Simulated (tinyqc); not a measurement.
Shallow acceptor in the spherical model (Baldereschi-Lipari), strong spin-orbit limit: one step, computed by the program tinyqc.

The 1S(3/2) state has an s envelope f(r) and a d envelope g(r). In effective units they obey -(f'' + 2f'/r + 2f/r) + mu (g'' + 5g'/r + 3g/r^2) = E f and -(g'' + 2g'/r - 6g/r^2 + 2g/r) + mu (f'' - f'/r) = E g. The cubic term, the split-off band and the central cell are left out.

Problem. Matrices in a small basis. zeta_i = zeta_1 beta^(i-1), i = 1..n, in both channels. Basis: f_i = exp(-zeta_i r), g_i = r exp(-zeta_i r), weight r^2 dr, s = zeta_i + zeta_j. S_ff = 2/s^3, H_ff = zeta_i zeta_j S_ff - 2/s^2; S_gg = 24/s^5, H_gg = 8/s^3 + 24 zeta_i zeta_j/s^5 - 12/s^4; H(f_i, g_j) = mu (6 zeta_i^2/s^4 + 2 zeta_i/s^3); S_fg = 0. Each function is normalised by sqrt(S_ii).

Inputs (values chosen for the exercise, modelled on InAs): functions per channel n = 3; smallest exponent zeta_1 = 1.1 1/a*; ratio beta of exponents = 1.8.

mu = 0.9024490

Give: H; S.

Solution.

H (Ry*):
```
          f1        f2        f3      g1      g2      g3
f1     -0.99  -0.79384  -0.45514  1.5761  2.0688  2.1349
f2  -0.79384   -0.0396    1.3313  2.9248  5.1066  6.7029
f3  -0.45514    1.3313  5.574096  4.1164  9.4764  16.545
g1    1.5761    2.9248    4.1164  1.7233  3.0714  3.9004
g2    2.0688    5.1066    9.4764  3.0714  7.1676  11.744
g3    2.1349    6.7029    16.545  3.9004  11.744  26.074
```

S:
```
        f1      f2      f3      g1      g2      g3
f1  1.0000  0.8801  0.6121  0.0000  0.0000  0.0000
f2  0.8801  1.0000  0.8801  0.0000  0.0000  0.0000
f3  0.6121  0.8801  1.0000  0.0000  0.0000  0.0000
g1  0.0000  0.0000  0.0000  1.0000  0.8082  0.4412
g2  0.0000  0.0000  0.0000  0.8082  1.0000  0.8082
g3  0.0000  0.0000  0.0000  0.4412  0.8082  1.0000
```
